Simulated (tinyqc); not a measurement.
Centre against ionicity: Wannier function of the lower band of a two-orbital chain.

H(k) = [[-d/2 - 2 ta cos k, -t1 - t2 exp(-ik)], [-t1 - t2 exp(ik), d/2 - 2 tb cos k]], k in 1/a, Bloch sums with exp(ikR) and without the positions inside the cell. Mesh k_j = 2 pi j/N. Projection gauge: each lower eigenvector u is multiplied by the phase that makes <trial|u> real and positive (the one-band case of Loewdin orthogonalisation). Wannier amplitudes w(R) = (1/N) sum_k exp(ikR) u(k); hoppings H(R) = (1/N) sum_k exp(-ikR) E(k).

Values chosen for the exercise:
- t1 = 1.33 eV (A-B in the cell)
- t2 = 0.81 eV (B to A of the next cell)
- ta = 0.11 eV (A-A between cells)
- tb = -0.12 eV (B-B between cells)
- xb = 0.68 a (position of B (A at 0))

N = 24, d varied. Overlaps M_j = u_j^+ diag(1, exp(-i b xb)) u_(j+1), b = 2 pi/N; centre -(1/2 pi) sum arg M_j folded into [0, 1); Omega_I = (1/(N b^2)) sum (1 - |M_j|^2); charge moved is -2 times the shift of the centre from its value at d = 0 (a doubly filled band); weight on A averaged over the mesh.

Against d:

| d (eV) | centre (a) | charge moved (e) | weight on A | Omega_I (a^2) |
|---|---|---|---|---|
| -6.0 | 0.6572 | -0.5118 | 0.056 | 0.0201 |
| -3.0 | 0.6186 | -0.4347 | 0.143 | 0.0517 |
| -1.5 | 0.5614 | -0.3202 | 0.254 | 0.0942 |
| -0.5 | 0.4757 | -0.1489 | 0.382 | 0.1472 |
| 0.0 | 0.4013 | 0.0000 | 0.471 | 0.1771 |
| 0.5 | 0.3046 | 0.1934 | 0.573 | 0.1848 |
| 1.5 | 0.1502 | 0.5021 | 0.742 | 0.1195 |
| 3.0 | 0.0655 | 0.6715 | 0.866 | 0.0550 |
| 6.0 | 0.0225 | 0.7576 | 0.949 | 0.0194 |

For large positive d the function sits on A (centre 0.022) and for large negative d on B at 0.68 (centre 0.657); at d = 0 it lies at 0.401, on the bond inside the cell, the stronger one. Among these rows the spread is largest at d = 0.5 eV.

Computed by tinyqc, a small Python program: `OMP_NUM_THREADS=1 python tinyqc.py 1452729 1452730 out.jsonl` (the numbers bound the seed that draws the inputs); one thread of a shared host (Intel(R) Xeon(R) Processor @ 2.30GHz), about 0.1 s for the whole set of steps.
